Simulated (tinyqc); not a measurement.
Valley-orbit splitting of a donor ground state, with strain: one step, computed by the program tinyqc.

The basis is the 1s envelope in each valley; energies are counted from the unstrained conduction-band edge. The strain is e_s (a a^T - 1/3) for the unit stress axis a, so valley j along n_j moves by Xi_u e_s w_j with w_j = (n_j.a)^2 - 1/3: -1/3 for x and y, +2/3 for z.

Problem. Levels without strain. By symmetry: E(A1) = E_0 + Lambda + 4 Delta_1 + Delta_2 (one state), E(T2) = E_0 + Lambda - Delta_2 (three), E(E) = E_0 + Lambda - 2 Delta_1 + Delta_2 (two), as binding energies.

Inputs (values chosen for the exercise, modelled on donors in silicon):
```
quantity,value,unit
single-valley binding energy E_0,31.2,meV
central-cell shift Lambda,2.2,meV
coupling Delta_1,2.58,meV
coupling Delta_2,1.64,meV
```

Valleys: six along <100>. Stress axis: [001].

Give: E(A1); E(T2); E(E).

Solution.

E(A1) = 45.36 meV

E(T2) = 31.76 meV

E(E) = 29.88 meV

Only A1 has all valley amplitudes in phase, so only it has weight at the nucleus. Of the upper states T2 is bound more strongly, because Delta_1 is larger than Delta_2.
